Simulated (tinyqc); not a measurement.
Longitudinal sound in a periodic multilayer: transfer matrices, stop bands and folded phonons: one step, computed by the program tinyqc. Command: `OMP_NUM_THREADS=1 python tinyqc.py 3008234 3008235 out.jsonl multilayer walk`. One thread of a shared host (Intel(R) Xeon(R) Processor @ 2.30GHz), about 0.01 s of CPU time with the checks.

Layers 1 and 2 repeat with period d = d_1 + d_2; waves travel normal to the layers, without loss. State vector (u, s): displacement u and stress divided by omega. Impedances Z = rho v are in 1e6 kg/(m^2 s).

Task: Impedances, mean velocity and Bragg frequency. Z = rho v; interface reflection r = (Z_2 - Z_1)/(Z_2 + Z_1) (stress amplitude, from 1 into 2); Bragg frequency f_B = 1/[2 (d_1/v_1 + d_2/v_2)]; long-wave velocity v_eff = d/sqrt[(d_1/v_1)^2 + (d_2/v_2)^2 + (Z_1/Z_2 + Z_2/Z_1)(d_1/v_1)(d_2/v_2)].

Inputs (values chosen for the exercise, modelled on aluminium (layer 1), tungsten (layer 2) and gallium arsenide (substrate)):
```
quantity            value    unit
density rho_1        2.73  g/cm^3
velocity v_1         6420     m/s
thickness d_1        6.01      nm
density rho_2        19.2  g/cm^3
velocity v_2         5240     m/s
thickness d_2        4.89      nm
substrate density    5.42  g/cm^3
substrate velocity   4640     m/s
```

Give: Z_1; Z_2; Z of the substrate; interface reflection r; Bragg frequency f_B; long-wave velocity v_eff.

Result:

Z_1 = 17.5266

Z_2 = 100.608

Z of the substrate = 25.1488

interface reflection r = 0.7033

Bragg frequency f_B = 267.5 GHz

long-wave velocity v_eff = 4145 m/s
